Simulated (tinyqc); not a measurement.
Inside a calculation. Method: UHF in the 3-21g basis, for H2, spin multiplicity 3. One step of it, computed by the program tinyqc.

Task: Orthogonalisation. S = U s U^T; symmetric (Loewdin) form X = U s^(-1/2) U^T, so that X^T S X = 1.

overlap S, order 1H 1s, 1H 2s, 2H 1s, 2H 2s:
```
[[1.000000, 0.645899, 0.045762, 0.222517],
 [0.645899, 1.000000, 0.222517, 0.524298],
 [0.045762, 0.222517, 1.000000, 0.645899],
 [0.222517, 0.524298, 0.645899, 1.000000]]
```

Give: eigenvalues of S; X.

Result:

eigenvalues of S: [0.2287, 0.3843, 1.2013, 2.1858]

X, order 1H 1s, 1H 2s, 2H 1s, 2H 2s:
```
[[1.2405, -0.4824, 0.0287, 0.0308],
 [-0.4824, 1.4061, 0.0308, -0.3857],
 [0.0287, 0.0308, 1.2405, -0.4824],
 [0.0308, -0.3857, -0.4824, 1.4061]]
```
